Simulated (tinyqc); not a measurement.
Polycrystalline film, grain-boundary barriers (Seto model): two steps of the calculation.

One-dimensional grains of size Lg with donors N; each boundary has Qt acceptor-like traps per area at one level Et below the band edge. Trapped electrons qt deplete a width w = qt/N (both sides together) and raise a barrier Vb = q N w^2/(8 eps0 eps_r). Current crosses the barriers by thermionic emission at small bias. Abrupt depletion, full ionisation, Boltzmann statistics.

Inputs (values chosen for the exercise); values close to those of polycrystalline silicon: temperature T = 300 K; relative permittivity of the semiconductor eps_r = 11.7; grain size Lg = 80 nm; trap density at a boundary Qt = 1.8e12 cm^-2; donor density N = 2e17 cm^-3; mobility inside a grain mg = 330 cm^2/(V s); collection velocity at the barrier vc = 7.2e6 cm/s; conduction-band density of states at T Nc = 2.8e19 cm^-3; trap level below the band edge Et = 0.45 eV.

Constants: q = 1.602176634e-19 C, kB = 1.380649e-23 J/K, Vt = kB T/q, eps0 = 8.8541878128e-14 F/cm where lengths are in cm. Results are converted to the units shown.

Problem 1. Critical doping and limits of the barrier. N* = Qt/Lg; fully depleted grains have Vb = q N Lg^2/(8 eps0 eps_r), filled traps Vb = q Qt^2/(8 eps0 eps_r N); the true barrier cannot exceed the smaller.

Wanted: N*; Vb, fully depleted; Vb, traps filled.

Solution 1.

N* = 2.250e17 cm^-3
Vb, fully depleted = 0.2475 V
Vb, traps filled = 0.3132 V

Problem 2. Barrier, resistivity and effective mobility. Partly depleted grains: the density at the grain centre is n0 = N and qt = Qt/(1 + 2 (Nc/N) exp((Vb - Et)/Vt)). If that gives qt >= N Lg, the grains are fully depleted: qt = N Lg, w = Lg and n0 = 2 Nc exp((Vb - Et)/Vt)/(Qt/(N Lg) - 1). Resistivity: barriers rb = Vt exp(Vb/Vt)/(q n0 vc Lg), grain interior rg = (1 - w/Lg)/(q mg N); effective mobility 1/(q N (rb + rg)).

Wanted: qt; w; Vb; n0; rb; rg; effective mobility.

Solution 2.

qt = 1.600e12 cm^-2
w = 80.00 nm
Vb = 0.2475 V
n0 = 1.773e17 cm^-3
rb = 226.9 ohm cm
rg = 0 ohm cm
effective mobility = 0.1376 cm^2/(V s)

The grains are fully depleted, 88.9 % of the traps are filled and the barriers give 100 % of the resistivity.

Numbers from tinyqc (`OMP_NUM_THREADS=1 python tinyqc.py 2610145 2610146 out.jsonl`; about 0.01 s on one thread of a shared Intel Xeon 2.30GHz).
